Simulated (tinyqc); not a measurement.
From results back to parameters: strained quantum well: band edges, subbands and transparency. Three cases, with inputs chosen for the exercise.

Problem. In a thick strained layer the gaps to heavy and light holes are Ec - E_HH and Ec - E_LH. They were computed from hidden e and Eg.

Growth on (001), barriers unstrained: tr(e) = e (2 - nu2), Z = b e (1 + nu2); Ec = Ev + Eg + ac tr(e), E_HH = Ev + av tr(e) + Z, E_LH = Ev + av tr(e) - Z (coupling to the split-off band left out).

Case 1.

Values chosen (near those of an InGaAs/InP well; the results hold for these values, not for the real material): nu2 = 0.983 (2 C12/C11); ac = -6.25 eV; av = 1.09 eV (Ev moves by av tr(e)); b = -1.91 eV (shear potential).

Ec - E_HH, Ec - E_LH (eV): 0.80036  0.74961

Case 2.

Values chosen (near those of a GaAsP/AlGaAs well; the results hold for these values, not for the real material): nu2 = 0.922 (2 C12/C11); ac = -7.28 eV; av = 1.22 eV (Ev moves by av tr(e)); b = -1.96 eV (shear potential).

Ec - E_HH, Ec - E_LH (eV): 1.53796  1.50857

Case 3.

Values chosen (near those of an InGaAs/InP well; the results hold for these values, not for the real material): nu2 = 0.995 (2 C12/C11); ac = -6.08 eV; av = 1.08 eV (Ev moves by av tr(e)); b = -1.9 eV (shear potential).

Ec - E_HH, Ec - E_LH (eV): 0.73125  0.72292

Find: Z; e; Eg.

Solution. Half of (Ec - E_LH) - (Ec - E_HH) is Z, which gives e; the mean is Eg + (ac - av) tr(e).

Case 1.

Z = -0.0254 eV
e = 0.0067
Eg = 0.825 eV

Case 2.

Z = -0.0147 eV
e = 0.0039
Eg = 1.559 eV

Case 3.

Z = -0.0042 eV
e = 0.0011
Eg = 0.735 eV

Computed by tinyqc, one run a case: `OMP_NUM_THREADS=1 python tinyqc.py N N+1 out.jsonl` with N = 1252644, 1252669, 1252734; one thread of a shared Intel(R) Xeon(R) Processor @ 2.30GHz, about 0.01 s a run at most.
